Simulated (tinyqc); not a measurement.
Deformation-potential model of the X valleys of a conduction band: one step. Strain from a uniaxial [110] stress.

s11 = (C11 + C12)/((C11 - C12)(C11 + 2 C12)), s12 = -C12/((C11 - C12)(C11 + 2 C12)), s44 = 1/C44; exx = s11 sxx + s12 (syy + szz) and cyclic, exy = s44 sxy/2; tension is positive. A uniaxial stress X along the unit vector n is s_ij = X n_i n_j.

Parameters, chosen for this exercise (near those of AlAs; shifted at random, so the results belong to these values and not to a real crystal):
```
symbol  value           unit  meaning
C11     127.1           GPa
C12     50.6            GPa
C44     56.4            GPa
load    uniaxial [110]        kind of stress
X       0.85            GPa   stress
```

Problem. Form the compliances and the strain.

Give: s11, s12, s44; strain tensor.

Solution.

s11, s12, s44 (1/TPa): 10.1747  -2.8972  17.7305

strain tensor:
```
          x         y          z
x  0.003093  0.003768   0.000000
y  0.003768  0.003093   0.000000
z  0.000000  0.000000  -0.002463
```

Program tinyqc; command `OMP_NUM_THREADS=1 python tinyqc.py 1081569 1081570 out.jsonl`; about 0.01 s on one thread of a shared Intel(R) Xeon(R) Processor @ 2.30GHz.
